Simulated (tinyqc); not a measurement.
Worked calculation: sp3 tight binding, zinc-blende lattice. One step of it, computed by the program tinyqc.

Problem. Bloch Hamiltonian at G. Slater-Koster rules over the four bonds with direction cosines (l, m, n): ss V_ss; s-px l V_sp; px-s -l V_sp; px-px l^2 V_pps + (1 - l^2) V_ppp; px-py l m (V_pps - V_ppp); each times exp(i k.d).

Parameters chosen for this model: zinc-blende lattice, anion at 0, cation at a/4 (1,1,1); V = eta hbar^2 / (m d^2), hbar^2/m = 7.619964 eV angstrom^2:
```
parameter,value,unit
a,5.820000,angstrom
d,2.520134,angstrom
Es anion,-14.090000,eV
Ep anion,-8.050000,eV
Es cation,-10.130000,eV
Ep cation,-5.990000,eV
eta ss,-1.400000,
eta sp,1.840000,
eta pp sigma,3.240000,
eta pp pi,-0.810000,
V ss,-1.679708,eV
V sp,2.207616,eV
V pp sigma,3.887324,eV
V pp pi,-0.971831,eV
```

k point G (2 pi / a): 0  0  0

Give: H(k) at G.

Solution.

H(k) at G (eV), lower triangle:
```
,a s,a px,a py,a pz,c s,c px,c py,c pz
a s,-14.0900
a px,0.0000,-8.0500
a py,0.0000,0.0000,-8.0500
a pz,0.0000,0.0000,0.0000,-8.0500
c s,-6.7188,0.0000,0.0000,0.0000,-10.1300
c px,0.0000,2.5915,0.0000,0.0000,0.0000,-5.9900
c py,0.0000,0.0000,2.5915,0.0000,0.0000,0.0000,-5.9900
c pz,0.0000,0.0000,0.0000,2.5915,0.0000,0.0000,0.0000,-5.9900
```
